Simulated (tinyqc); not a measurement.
What moves the results: quasiparticle equation with a plasmon-pole self-energy for two band edges. A value that a table varies takes the place of the one given here.

For each edge E = e + X + Sc(E), with the correlation part Sc(E) = A[0]/(E - a + w) + A[1]/(E - b - w); a and b are the valence and conduction energies that enter the Green function (a = ev, b = ec in the one-shot scheme). Z = 1/(1 - dSc/dE), dSc/dE = -A[0]/(E - a + w)^2 - A[1]/(E - b - w)^2.

Inputs chosen for the exercise (scales of the order of those of HfO2; the results hold for these values, not for the real material): ev = 0 eV (mean-field valence top); ec = 4.2 eV (mean-field conduction edge); w = 14.8 eV (pole energy); Av = (25.5, 13.9) eV^2 (weights of the valence state on the hole and electron poles); Ac = (12, 28.2) eV^2 (the same for the conduction state); Xv = -2.23 eV (exchange minus the mean-field potential, valence); Xc = 1.94 eV (the same, conduction).

## Schemes compared

Z = 1; linearised; exact one-shot; energies updated in G (a, b); updated in G and W, where w grows by half of the opening of the gap (a rule chosen for the exercise).

Results (eV):

| scheme | Ev | Ec | gap | opening |
|---|---|---|---|---|
| mean field | 0.000 | 4.200 | 4.200 | 0.000 |
| Z = 1 | -1.239 | 4.866 | 6.105 | 1.905 |
| linearised | -1.072 | 4.773 | 5.846 | 1.646 |
| one-shot, exact | -1.066 | 4.771 | 5.837 | 1.637 |
| update G | -1.176 | 4.812 | 5.988 | 1.788 |
| update G and W | -1.247 | 4.900 | 6.147 | 1.947 |

What does this show?

The openings run from 1.637 (one-shot, exact) to 1.947 eV (update G and W). Linearising moves the gap by 9 meV, updating G +150 meV and updating W a further +160 meV: once Z is kept, the level of self-consistency matters more than linearising.

## The starting point

The mean-field gap is opened by d (ev lowered by d/2, ec raised by d/2) and X is changed by the opposite amounts, so that e + X stays; one-shot and G-updated gaps.

Gaps (eV):

| d | start | one-shot | update G |
|---|---|---|---|
| 0.0 | 4.200 | 5.8372 | 5.9876 |
| 0.2 | 4.400 | 5.8550 | 5.9876 |
| 0.4 | 4.600 | 5.8725 | 5.9876 |
| 0.6 | 4.800 | 5.8898 | 5.9876 |
| 0.9 | 5.100 | 5.9154 | 5.9876 |
| 1.2 | 5.400 | 5.9405 | 5.9876 |
| 1.6 | 5.800 | 5.9734 | 5.9876 |

What does this show, and why?

The one-shot gap moves by a fraction 0.09 of any change of the starting gap, while the updated gap, 5.9876 eV, does not depend on it. The two agree where the start already equals the result, near d = 1.79 eV. A real change of starting point alters the orbitals and the screening too; this model holds both fixed.

## What each parameter does

Exact one-shot edges and Z of the valence state there. Each row changes one parameter from the base and keeps the others.

Results:

| case | Ev (eV) | Ec (eV) | gap (eV) | Z |
|---|---|---|---|---|
| base | -1.0660 | 4.7712 | 5.8372 | 0.8549 |
| w = 15.54 eV | -1.1269 | 4.8367 | 5.9636 | 0.8660 |
| Xv = -2.33 eV | -1.1514 | 4.7712 | 5.9227 | 0.8539 |
| Xc = 2.04 eV | -1.0660 | 4.8566 | 5.9226 | 0.8549 |
| ec = 4.3 eV | -1.0631 | 4.8686 | 5.9316 | 0.8552 |
| Av = (26.78, 13.9) eV^2 | -0.9867 | 4.7712 | 5.7580 | 0.8510 |
| Ac = (12, 29.61) eV^2 | -1.0660 | 4.6870 | 5.7530 | 0.8549 |

What does this show?

The largest shifts from the base row, up to three for each result and ties (the steps differ in size, so this ranks the rows, not the parameters). Ev (eV): Xv -0.0854, Av +0.0793, w -0.0609; unchanged at the printed digits by Xc and Ac. Ec (eV): ec +0.0973, Xc +0.0854, Ac -0.0842; unchanged at the printed digits by Xv and Av. gap (eV): w +0.1264, ec +0.0944, Xv +0.0854, Xc +0.0854. Z: w +0.0111, Av -0.0040, Xv -0.0010; unchanged at the printed digits by Xc and Ac.

Computed by tinyqc, a small Python program: `OMP_NUM_THREADS=1 python tinyqc.py 1850533 1850534 out.jsonl` (the numbers bound the seed that draws the inputs); one thread of a shared host (Intel(R) Xeon(R) Processor @ 2.30GHz), about 0.02 s for the whole set of steps.
